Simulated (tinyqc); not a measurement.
Comparisons within one model: round or elliptic silicon nanowire with anisotropic valleys (Ritz method). A value that a table varies takes the place of the one given here.

Wire along x = [100] on a (001) wafer, y = [010], z = [001]. Valley groups, two valleys each (w = inverse masses): A, axis along z: w_y = 1/mt, w_z = 1/ml, m_x = mt; B, axis along y: w_y = 1/ml, w_z = 1/mt, m_x = mt; C, axis along x: w_y = w_z = 1/mt, m_x = ml.

Hard wall on the ellipse (y/a)^2 + (z/b)^2 = 1, c = hbar^2/2m0. With u = y/a, v = z/b the operator is -c [(w_y/a^2) d2/du2 + (w_z/b^2) d2/dv2] on the unit disc. Basis (1 - u^2 - v^2) u^i v^j; S, X and Y are the disc integrals of f f', (df/du)(df'/du) and (df/dv)(df'/dv), from the integral of u^p v^q = 2 Gamma((p+1)/2) Gamma((q+1)/2)/((p + q + 2) Gamma((p+q+2)/2)) for even p, q; H = c (w_y X/a^2 + w_z Y/b^2).

Converged values use 21 functions of each parity class (e or o in u, then in v).

Constants: hbar^2/2m0 = 3.80998211 eV angstrom^2.

Values chosen for the exercise (near those of a Si nanowire; shifted at random, so the results belong to these values and not to a real crystal):
```
symbol  value                              unit      meaning
ml      0.91                               m0        longitudinal mass
mt      0.192                              m0        transverse mass
a       14                                 angstrom  semi-axis along y
b       15                                 angstrom  semi-axis along z
asp     (0.4, 0.6, 0.8, 1, 1.3, 1.8, 2.5)            ratios a/b
area    6.6                                nm^2      cross-section, kept fixed
hw      2                                            height over mean width
```

## Size of the basis

Lowest level of each group with 1, 3, 6 and 21 even functions.

Levels (meV):
```
functions       A       B       C
1          359.55  328.67  568.31
3          340.13  312.64  547.80
6          339.73  312.41  547.70
21         339.73  312.41  547.70
```

One function errs by 5.8 % for A, 5.2 % for B and 3.8 % for C, six by 0.0029, 0.0011 and 9.5e-05 meV. The error grows with the axis ratio of the stretched ellipse (2.33, 2.03, 1.07); for a circle it is 6/5.783 - 1 = 3.7 %.

## Flattening the wire at fixed area

a = sqrt(area x ratio/pi), b = a/ratio, 1 nm^2 = 100 angstrom^2; lowest level of each group.

Levels (eV):
```
a/b  a (angstrom)  b (angstrom)       A       B       C
0.4           9.2          22.9  0.6580  0.2532  0.7738
0.6          11.2          18.7  0.4684  0.2594  0.6147
0.8          13.0          16.2  0.3769  0.2881  0.5592
1.0          14.5          14.5  0.3252  0.3252  0.5463
1.3          16.5          12.7  0.2829  0.3876  0.5641
1.8          19.4          10.8  0.2552  0.4984  0.6373
2.5          22.9           9.2  0.2532  0.6580  0.7738
```

Each group is lowest where its stretched ellipse is a circle, at a/b = sqrt(w_y/w_z): 2.18 for A, 0.46 for B and 1.00 for C. The lowest group is B in the first row and A in the last, A and B crossing at a/b = 1 by symmetry; B - A is -405 meV in the first row and +405 meV in the last.

## Shape of the cross-section

Equal area, hard walls, lowest level of -c (w_y d2/dy2 + w_z d2/dz2), c = hbar^2/2m0. Rectangle W x H with H/W = hw; ellipse with b/a = hw; trapezoid of height H, base W/0.8 and top 0.6 of the base; isosceles triangle of height H and base 2W. Ellipse, trapezoid and triangle by converged Ritz bases; 1 nm^2 = 100 angstrom^2.

Levels:
```
shape      A (eV)  B (eV)  B - A (meV)
rectangle  0.6248  0.2736       -351.2
ellipse    0.5437  0.2518       -291.9
trapezoid  0.5633  0.2787       -284.6
triangle   0.3841  0.3498        -34.3
```

W = 18.2 angstrom
H = 36.3 angstrom

For group A the order is triangle, ellipse, trapezoid, rectangle, spanning 63 %. For group B the order is ellipse, rectangle, trapezoid, triangle, spanning 39 %. The ellipse lies below the rectangle for both groups, since corners hold little of the wave function. The triangle is lowest for A, whose light mass lies across the width and gains from the wide base. The spacing B - A of the valley groups runs from -351 to -34 meV.

## What each parameter does

Lowest level of groups A and B. Each row changes one parameter from the base and keeps the others.

Results:
```
case             A (eV)  B (eV)  B - A (meV)
base             0.3397  0.3124        -27.3
a = 12 angstrom  0.4399  0.3362       -103.7
b = 13 angstrom  0.3594  0.3933         33.9
ml = 1.019 m0    0.3332  0.3052        -28.0
mt = 0.173 m0    0.3703  0.3393        -31.0
```

The largest shifts from the base row, up to three for each result and ties (the steps differ in size, so this ranks the rows, not the parameters). A (eV): a +0.1002, mt +0.0306, b +0.0197. B (eV): b +0.0809, mt +0.0269, a +0.0238. B - A (meV): a -76.4, b +61.2, mt -3.7.

Program tinyqc; command `OMP_NUM_THREADS=1 python tinyqc.py 1252220 1252221 out.jsonl`; about 0.04 s on one thread of a shared Intel(R) Xeon(R) Processor @ 2.30GHz.
